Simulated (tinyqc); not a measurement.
Width of the well: quantum-confined Stark effect in a modulator well.

Envelopes on cells of 0.5 angstrom over the well |z| < L/2 and 45 angstrom of barrier on each side, psi = 0 beyond, psi'/m continuous (mean mass between points), c = hbar^2/2m0. The electron sees + e F z and the hole - e F z, each with its offset in the barriers; 1 kV/cm = 1e-5 eV/angstrom. Light holes, band mixing and escape by tunnelling are left out.

Exciton: in-plane function exp(-rho/lam), 1/mu = 1/me + 1/mp, E(lam) = c/(mu lam^2) - (q/eps) times the integral over k of Fm(k)(1 + (k lam/2)^2)^(-3/2), Fm(k) the double integral of psi_e^2 psi_h^2 exp(-k |z - z'|), q = e^2/(4 pi eps0); binding Eb = -E at the minimum. Line at Eg + E_e + E_h - Eb, strength proportional to overlap^2/lam^2.

Constants: hbar^2/2m0 = 3.80998211 eV angstrom^2; e^2/(4 pi eps0) = 14.39964547 eV angstrom; hc = 1239.841984 eV nm.

Values chosen for the exercise (near those of a Ge well in SiGe, direct gap; shifted at random, so the results belong to these values and not to a real crystal): Vc = 0.365 eV (conduction offset); Vv = 0.119 eV (heavy-hole offset); me = 0.0406 m0 (electron, well); meb = 0.0555 m0 (electron, barrier); mh = 0.211 m0 (heavy hole along z, well); mhb = 0.228 m0 (heavy hole, barrier); Eg = 0.854 eV (gap of the well); mp = 0.068 m0 (heavy hole in the plane); eps = 15.4 (dielectric constant); Ls = (50, 66, 84, 104, 126, 150, 170) angstrom (widths); F_L = 62 kV/cm (field for this table).

Zero-field line, its shift at F_L and the relative strength.

Results:

| L (angstrom) | line at F = 0 (nm) | Eb (meV) | shift (meV) | relative strength | shift x strength (meV) |
|---|---|---|---|---|---|
| 50 | 1240.7 | 4.37 | -1.50 | 0.969 | 1.46 |
| 66 | 1296.1 | 4.24 | -2.59 | 0.932 | 2.42 |
| 84 | 1337.3 | 4.09 | -4.64 | 0.846 | 3.93 |
| 104 | 1367.3 | 3.94 | -8.13 | 0.686 | 5.57 |
| 126 | 1389.1 | 3.79 | -13.48 | 0.468 | 6.31 |
| 150 | 1405.0 | 3.64 | -20.96 | 0.260 | 5.44 |
| 170 | 1414.3 | 3.52 | -28.33 | 0.140 | 3.97 |

What can be read from this table?

The shift grows with exponent 1.97 in L over the first two rows and 2.41 over the last two, against 4 for hard walls at second order; leakage lowers it in narrow wells and saturation in wide ones. The strength falls from 0.97 to 0.14, and the product of the two is largest at 126 angstrom.

tinyqc: `OMP_NUM_THREADS=1 python tinyqc.py 1251095 1251096 out.jsonl`; about 0.2 s, one thread, shared Intel(R) Xeon(R) Processor @ 2.30GHz.
